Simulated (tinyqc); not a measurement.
Changing the initial oxide x_i: Deal-Grove kinetics of thermal oxidation of silicon. Computed by tinyqc, a small Python program. Command: `OMP_NUM_THREADS=1 python tinyqc.py 3003895 3003896 out.jsonl oxide sweep`. One thread of a shared host (Intel(R) Xeon(R) Processor @ 2.30GHz), about 0.2 s of CPU time with the checks.

Oxidant diffuses through the oxide and reacts at the interface, so that dx/dt = B/(A + 2x) for the oxide thickness x.

Inputs (values chosen for the exercise, close to those used for silicon): prefactor B0 = 857 um^2/h; activation energy E_B = 1.25 eV; prefactor (B/A)0 = 3.77e+06 um/h; activation energy E_A = 2.01 eV; temperature T = 975 C; oxidant pressure p = 1 atm; pressure exponent m of B/A = 0.74; time t = 0.9 h.

Ambient: dry oxygen. Surface: (100).

Constants: k_B = 8.617333262e-05 eV/K.

Method:
- B = B0 p exp(-E_B/(k_B T)), B/A = (B/A)0 p^m exp(-E_A/(k_B T)), p in atm; A = B/(B/A).
- Temperatures in kelvin are T(C) + 273.15.
- tau = (x_i^2 + A x_i)/B and x = (A/2) [sqrt(1 + 4 B (t + tau)/A^2) - 1], the root of x^2 + A x = B (t + tau).
- Silicon consumed is 0.44 times the oxide grown; the rate is B/(A + 2x).

One run for each value:
```
initial oxide x_i (um)  oxide thickness x (um)  silicon consumed (um)    tau (h)
0.002                                   0.0255                0.01036  6.981e-02
0.0047                                  0.0278                0.01019  1.657e-01
0.011                                   0.0333                0.00980  3.968e-01
0.026                                   0.0464                0.00899  9.887e-01
0.061                                   0.0781                0.00751  2.597e+00
0.34                                    0.3473                0.00319  2.682e+01
0.8                                     0.8037                0.00163  1.110e+02
```

Give the missing row, initial oxide x_i (um) = 0.14.

Computed row:
```
initial oxide x_i (um)  oxide thickness x (um)  silicon consumed (um)    tau (h)
0.14                                    0.1524                0.00545  7.400e+00
```

Interpolating between the two neighbouring rows (the first column on a logarithmic scale, the others too where they are positive) misses most in silicon consumed (um), by 8.9 %. Over the rows, oxide thickness x (um) rises from 0.0255 to 0.804 (exponent d ln y / d ln x 0.10 between the first rows and 0.98 between the last); silicon consumed (um) falls from 0.0104 to 0.00163 (exponent d ln y / d ln x -0.020 between the first rows and -0.79 between the last); tau (h) rises from 0.0698 to 111 (exponent d ln y / d ln x 1.0 between the first rows and 1.7 between the last). The oxide grown, x - x_i, falls from 0.0235 to 0.00370 um: an existing film lengthens the diffusion path.

Caution (rows 0.00200, 0.00470, 0.0110): dry oxides grow faster than Deal-Grove predicts below about 0.03 um, so a start from a thinner film underestimates the thickness (a common remedy is x_i = 0.025 um).
